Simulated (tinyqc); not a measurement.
From results back to parameters: donor near an oxide interface in a gate field (two-state model). Three cases, with inputs chosen for the exercise.

Problem. The critical field, at which E_D = E_I, was computed from a hidden binding energy ED.

Interface at z = 0 (hard wall), donor at z = d, field F pulling electrons to the interface: potential e F z; 1 kV/cm = 1e-5 eV/angstrom, c = hbar^2/2m0, q = e^2/(4 pi eps0), Q = (eps - eo)/(eps + eo). Donor state: E_D = e F d - ED - q Q/(4 eps d), the last term joining the images of ion and electron. Interface state: z exp(-b z/2) exp(-rho^2/(2 L^2)) with E_z = c b^2/(4 mz) + 3 e F/b + q Q b/(8 eps), minimised over b; in the plane at z = 3/b the ion (distance D = d - 3/b) and its image (D' = d + 3/b) give E_rho = c/(mt L^2) - (q/eps)(sqrt(pi)/L)[erfcx(D/L) + Q erfcx(D'/L)], erfcx(x) = exp(x^2) erfc(x), minimised over L. E_I = E_z + E_rho.

Constants: hbar^2/2m0 = 3.80998211 eV angstrom^2; e^2/(4 pi eps0) = 14.39964547 eV angstrom.

Case 1.

Values chosen (near those of a donor in Si below SiO2, static dielectric constants; shifted at random, so the results belong to these values and not to a real crystal):
- d = 90 angstrom (depth of the donor)
- mz = 0.91 m0 (mass across the interface)
- mt = 0.194 m0 (mass in the plane)
- eps = 11.6 (dielectric constant of the semiconductor)
- eo = 3.9 (dielectric constant of the oxide)

critical field = 76.601 kV/cm

Case 2.

Values chosen (near those of a donor in Si below SiO2, static dielectric constants; shifted at random, so the results belong to these values and not to a real crystal):
- d = 180 angstrom (depth of the donor)
- mz = 0.928 m0 (mass across the interface)
- mt = 0.192 m0 (mass in the plane)
- eps = 11.5 (dielectric constant of the semiconductor)
- eo = 3.9 (dielectric constant of the oxide)

critical field = 34.954 kV/cm

Case 3.

Values chosen (near those of a donor in Si below HfO2, static dielectric constants; shifted at random, so the results belong to these values and not to a real crystal):
- d = 150 angstrom (depth of the donor)
- mz = 0.913 m0 (mass across the interface)
- mt = 0.194 m0 (mass in the plane)
- eps = 11.4 (dielectric constant of the semiconductor)
- eo = 22 (dielectric constant of the oxide)

critical field = 25.162 kV/cm

Find: E_I; ED.

Solution. E_I follows from the field alone, and ED = e F d - q Q/(4 eps d) - E_I.

Case 1.

E_I = 25.33 meV
ED = 41.9 meV

Case 2.

E_I = 17.06 meV
ED = 45.0 meV

Case 3.

E_I = 7.01 meV
ED = 31.4 meV

Computed by tinyqc, one run a case: `OMP_NUM_THREADS=1 python tinyqc.py N N+1 out.jsonl` with N = 1250216, 1250227, 1250244; one thread of a shared Intel(R) Xeon(R) Processor @ 2.30GHz, about 0.08 s a run at most.
